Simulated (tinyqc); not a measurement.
Self-heating of a transistor with one or more fingers, with temperature-dependent conductivity: one step, computed by the program tinyqc.

N long parallel fingers lie on the top face of a slab whose bottom is held at T_0; the top is otherwise insulated, and heat flows in two dimensions. P in W/mm is 1000 P in W/m.

Question. Linear temperature rise of each finger. theta_i = (P/(pi kappa_0)) [g_0 + sum over j != i of g(|i - j| s)], with equal powers and constant conductivity; thermal resistance = largest theta/P.

Inputs (values chosen for the exercise, modelled on silicon carbide): conductivity at the base temperature kappa_0 = 397 W/(m K); power per gate width P = 6.5 W/mm; fingers N = 4.

Power: power rises with temperature.

own factor g_0 = 7.410363

g(j s), j = 1..7: [2.919814, 2.229573, 1.828924, 1.547931, 1.333297, 1.161238, 1.019028]

Give: theta of each finger; largest theta; thermal resistance.

Answer.

theta of each finger (K): [74.99, 80.67, 80.67, 74.99]

largest theta = 80.67 K

thermal resistance = 12.41 K mm/W

The neighbours supply 52 % of the rise of the hottest finger, which runs 5.7 K above the outer ones.
